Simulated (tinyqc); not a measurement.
Trench capacitor in an array: capacitance, non-linearity, leakage and relaxation: two steps of the calculation.

A film between two metal electrodes, each interface adding a series capacitance ci. The small-signal permittivity is ek (1 + aq E^2); the field is found with the linear permittivity. Leakage J = J0 sinh(E/Ef). After a voltage step the film passes a relaxation current kr C V tt^(-nr), tt being the time in seconds. The sidewall is a coaxial capacitor with radii a = dm/2 - t and b = dm/2, depth AR dm; the end face is left out.

Parameters, values chosen for the exercise; permittivity of the order of that of tantalum oxide:
- ek = 24 (relative permittivity of the film)
- t = 30 nm (film thickness)
- ci = 150 uF/cm^2 (capacitance of each electrode interface (dead layer and screening))
- aq = 0.0066 cm^2/MV^2 (quadratic field coefficient of the permittivity)
- V = 0.8 V (bias)
- J0 = 4.3e-10 A/cm^2 (leakage prefactor)
- Ef = 0.39 MV/cm (field for an e-fold rise of the leakage)
- dm = 170 nm (diameter of the hole)
- AR = 20 (aspect ratio, depth over diameter)
- pt = 270 nm (pitch of the square array)
- rho = 370 uohm cm (resistivity of the inner electrode)

Constants: eps0 = 8.8541878128e-14 F/cm where lengths are in cm. Results are converted to the units shown.

Question 1. Planar capacitance, field and non-linearity. Planar film: Cf = eps0 ek/t, 1/C = 1/Cf + 2/ci, EOT = 3.9 eps0/C, effective permittivity C t/eps0, E = (V/t) C/Cf; quadratic coefficient [C(V)/C - 1]/V^2 with Cf (1 + aq E^2) in C(V).

Find: Cf; C; EOT; effective permittivity; E; quadratic coefficient; J.

Answer 1.

Cf = 0.7083 uF/cm^2
C = 0.7017 uF/cm^2
EOT = 4.921 nm
effective permittivity = 23.78
E = 0.2642 MV/cm
quadratic coefficient = 712.9 ppm/V^2
J = 3.141e-10 A/cm^2

The interfaces take 0.936 % of the voltage.

Question 2. Cell capacitance, fields and time constant. Per length 1/c = ln(b/a)/(2 pi eps0 ek) + (1/a + 1/b)/(2 pi ci); cell capacitance c AR dm; per footprint over pt^2; fields c V/(2 pi eps0 ek r) at r = a and b; resistance of the inner electrode rho AR dm/(pi a^2); time constant R C/3 of the distributed line.

Wanted: a; b; cell capacitance; capacitance per footprint; field at a; field at b; R; R C/3.

Answer 2.

a = 55.00 nm
b = 85.00 nm
cell capacitance = 10.33 fF
capacitance per footprint = 14.17 uF/cm^2
field at a = 0.3309 MV/cm
field at b = 0.2141 MV/cm
R = 1.324 kohm
R C/3 = 4.557 ps

The array gives 20.2 times the planar capacitance per footprint; curvature makes the field at the inner electrode 1.25 times the planar value.

Program tinyqc, `OMP_NUM_THREADS=1 python tinyqc.py 2102132 2102133 out.jsonl`; Intel Xeon 2.30GHz, shared host, one thread, about 0.01 s.
